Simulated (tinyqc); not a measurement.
# Semiconductor laser, carrier and photon rate equations: what changes with what

Carrier density N and photon density S in one mode: dN/dt = F1 = eta I/(q V) - (A N + B N^2 + C N^3) - vg g S; dS/dt = F2 = G vg g S + G be B N^2 - S/tp, with g = g0 ln(N/Ntr)/(1 + ec S). Output power P = Fo Eph S V/(G tp). No heating, no carrier transport.

Parameters, values chosen for the exercise:
```
symbol,value,unit,meaning
V,1.5e-12,cm^3,active volume
G,0.08,,confinement factor
vg,7.64e9,cm/s,group velocity
g0,1500,1/cm,gain coefficient
Ntr,2.7e18,cm^-3,transparency density
ec,1.3e-17,cm^3,gain compression
tp,2,ps,photon lifetime
A,2.5e8,1/s,defect recombination coefficient
B,1.2e-10,cm^3/s,radiative coefficient
C,3.3e-29,cm^6/s,Auger coefficient
be,0.00061,,share of spontaneous emission into the mode
eta,0.79,,injection efficiency
Fo,0.59,,share of cavity losses that is output
Eph,0.8,eV,photon energy
I,12,mA,drive current
```

Constants: q = 1.602176634e-19 C. Results are converted to the units shown.

Each table varies one quantity; the others keep the values above.

## Effect of the photon lifetime on threshold and bandwidth

gth = 1/(G vg tp), Nth = Ntr exp(gth/g0), Ith = q V (A Nth + B Nth^2 + C Nth^3)/eta. N and S are the steady state (F1 = F2 = 0, S > 0). Jacobian, with a = g0/(N (1 + ec S)) and d = g/(1 + ec S): J11 = -(A + 2 B N + 3 C N^2) - vg a S, J12 = -vg d, J21 = G vg a S + 2 G be B N, J22 = G vg d - 1/tp. wR^2 = det J, gamma = -trace J, fR = wR/(2 pi); the response wR^2/(wR^2 - w^2 + i gamma w) falls to 1/sqrt(2) at w^2 = x + sqrt(x^2 + wR^4), x = wR^2 - gamma^2/2 (f3dB = w/(2 pi)).

Effect of the photon lifetime on threshold and bandwidth:
```
tp (ps)  Ith (mA)  P (mW)  fR (GHz)  gamma (1/ns)  f3dB (GHz)
1          8.1797  1.3235    5.9724        22.461      8.6849
1.4        3.7575  2.9691    10.009        36.974      14.590
2          2.1611  3.5990    12.086        45.998      17.545
2.8        1.5190  3.8574    13.261        54.308      19.035
4          1.1766  3.9963    13.976        64.976      19.578
5.7       0.98969  4.0724    14.269        78.430      19.104
8         0.88234  4.1162    14.221        94.441      17.617
```

As tp goes from 1 to 8 ps, Ith falls from 8.18 to 0.882 mA, fR goes from 5.97 through a maximum of 14.3 (at tp = 5.7 ps among the rows listed) to 14.2 GHz, gamma rises from 22.5 to 94.4 1/ns and f3dB goes from 8.68 through a maximum of 19.6 (at tp = 4 ps among the rows listed) to 17.6 GHz. For tp = 5.7 to 8 ps the current exceeds 12 Ith, where heating, left out here, usually rolls the output over.

## Effect of the confinement factor on threshold and bandwidth

Same model as above.

Effect of the confinement factor on threshold and bandwidth:
```
G      Ith (mA)  P (mW)  fR (GHz)  gamma (1/ns)  f3dB (GHz)
0.053     4.184   2.804     7.782         26.85       11.44
0.069     2.646   3.406     10.55         38.40       15.41
0.088     1.929   3.692     13.09         51.41       18.91
0.11      1.543   3.848     15.49         65.89       22.09
0.15      1.224   3.977     19.01         90.93       26.45
0.19      1.073   4.038     21.83         114.4       29.66
0.24     0.9700   4.080     24.74         141.8       32.65
```

As G goes from 0.053 to 0.24, Ith falls from 4.18 to 0.970 mA, fR rises from 7.78 to 24.7 GHz, gamma rises from 26.8 to 142 1/ns and f3dB rises from 11.4 to 32.6 GHz. At G = 0.24 the current exceeds 12 Ith, where heating, left out here, usually rolls the output over. At G = 0.24 f3dB passes 30 GHz, where parasitics and carrier transport, left out here, would limit it.

## Effect of the gain coefficient on threshold and bandwidth

Same model as above.

Result of one run:
```
g0 (1/cm)  Ith (mA)  P (mW)  fR (GHz)  gamma (1/ns)  f3dB (GHz)
1300          2.627   3.400     10.53         42.15       15.18
```

What becomes of these results when the gain coefficient g0 is changed from 1300 to 3500 1/cm, all else the same?

Result of the changed run:
```
g0 (1/cm)  Ith (mA)  P (mW)  fR (GHz)  gamma (1/ns)  f3dB (GHz)
3500          1.083   4.056     22.84         77.92       33.62
```

The whole series:
```
g0 (1/cm)  Ith (mA)  P (mW)  fR (GHz)  gamma (1/ns)  f3dB (GHz)
1000          4.131   2.770     7.745         34.48       10.95
1300          2.627   3.400     10.53         42.15       15.18
1700          1.866   3.725     13.49         49.49       19.68
2100          1.519   3.872     15.98         56.03       23.45
2700          1.256   3.983     19.19         65.48       28.24
3500          1.083   4.056     22.84         77.92       33.62
4500         0.9700   4.102     26.75         93.46       39.27
```

As g0 goes from 1000 to 4500 1/cm, Ith falls from 4.13 to 0.970 mA, fR rises from 7.74 to 26.8 GHz, gamma rises from 34.5 to 93.5 1/ns and f3dB rises from 10.9 to 39.3 GHz. At g0 = 4500 1/cm the current exceeds 12 Ith, where heating, left out here, usually rolls the output over. For g0 = 3500 to 4500 1/cm f3dB passes 30 GHz, where parasitics and carrier transport, left out here, would limit it.

Program tinyqc, `OMP_NUM_THREADS=1 python tinyqc.py 2840009 2840010 out.jsonl`; Intel Xeon 2.30GHz, shared host, one thread, about 0.01 s.
